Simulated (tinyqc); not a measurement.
Temperature and isotope dependence of a band gap in oscillator models, step by step. Values are carried at full precision from step to step, so a last printed digit may differ when a step is redone from the rounded ones.

E(T) = E0 - sum_i sl_i th_i n_i(T), n = 1/(exp(th/T) - 1). The same coupling lowers the gap at 0 K by the zero-point term ZP = sum_i sl_i th_i/2, so the gap of the static lattice is E0 + ZP. Thermal expansion is taken as part of the slopes.

Parameters, chosen for this exercise (near those of diamond; shifted at random, so the results belong to these values and not to a real crystal): E0 = 5.483 eV (gap at 0 K); th = (555, 1538) K (temperatures of two oscillators); sl = (0.2452, 0.3528) meV/K (their high-temperature slopes); T = 200 K (temperature); M = 12.03 u (mean atomic mass); dM = -0.68 u (change of the mean mass (not bounded by the natural isotopes)); T12 = (900, 2220) K (temperatures of the fits).

## The gap at T

Give the occupations, the two terms, the gap, ZP and the static gap.

n_i: [0.06650, 0.00046]

terms (meV): [9.049, 0.248]

E(T) = 5.4737 eV
ZP = 339.35 meV
static gap = 5.8223 eV

The thermal fall, 9.3 meV, is smaller than the zero-point term, 339.3 meV; the soft oscillator supplies 97 % of the fall but 20 % of ZP. A calculation with clamped ions should be compared with the static gap.

## Slope and asymptote

dE/dT = -sum sl_i (th_i/T)^2 n_i (1 + n_i). At high T, n -> T/th - 1/2, so E -> E0 + ZP - (sum sl_i) T. Give the slope, its ratio to the limit, and the value at 0 K of the tangent drawn at T.

dE/dT = -0.1435 meV/K
ratio to the limiting slope = 0.2399
intercept of the tangent = 5.5024 eV
intercept - E0 = 19.39 meV

The tangent recovers 6 % of ZP: the extrapolation works only from T well above the higher oscillator (1538 K).

## Isotope effect

With M -> M + dM the oscillator temperatures scale as M^(-1/2) and the slopes stay. Give th, ZP, E0 (static gap fixed) and E(T) for the new mass, and the linear rule dE0 = ZP dM/(2 M).

th (K): [571.38, 1583.40]

ZP = 349.364 meV
shift of E0 = -10.018 meV
linear rule = -9.591 meV
shift of E(T) = -9.463 meV

The lighter crystal has the narrower gap. At 200 K 94 % of the shift at 0 K is left; it fades at high T, where the motion is classical and the mean-square amplitude no longer depends on mass.

## Two common fits

Two-parameter forms are made to pass through the falls at the two temperatures T12: Varshni aV T^2/(T + bV), from the line T^2/fall = (T + bV)/aV; one oscillator s1 t1/(exp(t1/T) - 1), with t1 from the ratio of the falls.

Give the falls and the parameters.

falls (meV): [279.5572, 1022.1244]

aV = 0.6860 meV/K
bV = 1088 K
t1 = 1049.9 K
s1 = 0.5887 meV/K
ZP of the one-oscillator fit = 309.0 meV

The limiting slope of the model is 0.5980 meV/K; Varshni puts it +15 % off and one oscillator -2 %. The ZP of the fit differs from the true one by -30.3 meV.

## Checks

- Slope by finite differences against the formula (meV/K): both 0.14346.
- Fall at 20 times the higher oscillator temperature against the asymptote (meV): 18058 against 18055.

(tinyqc, `OMP_NUM_THREADS=1 python tinyqc.py 1880952 1880953 out.jsonl`, Intel(R) Xeon(R) Processor @ 2.30GHz, 1 thread, shared host, about 0.01 s.)
